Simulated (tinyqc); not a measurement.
Worked calculation: Hueckel theory of the pi electrons with the omega technique, for the molecule C=CC1=CC=CC=CC1=C (SMILES; centres numbered as the heavy atoms are written). One step of it, computed by the program tinyqc.

Question. Omega technique, round 1. h_r = h_r(0) + omega q_r, omega = 1, with q_r = z_r - P_rr; 0.3 of the old diagonal is kept.

Hueckel matrix in units of beta (H = alpha + beta A), lower triangle:
```
           1C        2C        3C        4C        5C        6C        7C        8C
1C   0.000000
2C   1.000000  0.000000
3C   0.000000  1.000000  0.000000
4C   0.000000  0.000000  1.000000  0.000000
5C   0.000000  0.000000  0.000000  1.000000  0.000000
6C   0.000000  0.000000  0.000000  0.000000  1.000000  0.000000
7C   0.000000  0.000000  0.000000  0.000000  0.000000  1.000000  0.000000
8C   0.000000  0.000000  0.000000  0.000000  0.000000  0.000000  1.000000  0.000000
9C   0.000000  0.000000  1.000000  0.000000  0.000000  0.000000  0.000000  1.000000
10C  0.000000  0.000000  0.000000  0.000000  0.000000  0.000000  0.000000  0.000000

           9C       10C
9C   0.000000
10C  1.000000  0.000000
```

charge and bond-order matrix P, lower triangle:
```
            1C         2C         3C         4C         5C         6C         7C         8C
1C    0.971869
2C    0.877583   1.005078
3C    0.033209   0.454276   0.958791
4C   -0.322028  -0.002294   0.681632   0.960799
5C   -0.035503  -0.094672   0.047700   0.570939   0.962682
6C    0.227356   0.014491  -0.286339   0.049582   0.716545   0.956074
7C    0.049994   0.035689  -0.086789  -0.140733   0.042974   0.547958   0.968496
8C   -0.191667  -0.051286   0.216572  -0.093396  -0.309319   0.055396   0.754116   0.948377
9C   -0.101279  -0.010784   0.402990   0.047986  -0.080974  -0.103162   0.035277   0.460884
10C   0.147674  -0.101279  -0.158458  -0.266220   0.206444   0.185245  -0.309606  -0.149968

           9C       10C
9C   0.979704
10C  0.770489  1.288130
```

Centres:

| centre | z_r, pi electrons of the neutral centre | h |
|---|---|---|
| 1C | 1 | 0.000000 |
| 2C | 1 | 0.000000 |
| 3C | 1 | 0.000000 |
| 4C | 1 | 0.000000 |
| 5C | 1 | 0.000000 |
| 6C | 1 | 0.000000 |
| 7C | 1 | 0.000000 |
| 8C | 1 | 0.000000 |
| 9C | 1 | 0.000000 |
| 10C | 1 | 0.000000 |

Give: matrix after round 1.

Answer.

matrix after round 1, lower triangle:
```
         1C       2C      3C      4C      5C      6C      7C      8C
1C   0.0197
2C   1.0000  -0.0036
3C   0.0000   1.0000  0.0288
4C   0.0000   0.0000  1.0000  0.0274
5C   0.0000   0.0000  0.0000  1.0000  0.0261
6C   0.0000   0.0000  0.0000  0.0000  1.0000  0.0307
7C   0.0000   0.0000  0.0000  0.0000  0.0000  1.0000  0.0221
8C   0.0000   0.0000  0.0000  0.0000  0.0000  0.0000  1.0000  0.0361
9C   0.0000   0.0000  1.0000  0.0000  0.0000  0.0000  0.0000  1.0000
10C  0.0000   0.0000  0.0000  0.0000  0.0000  0.0000  0.0000  0.0000

         9C      10C
9C   0.0142
10C  1.0000  -0.2017
```
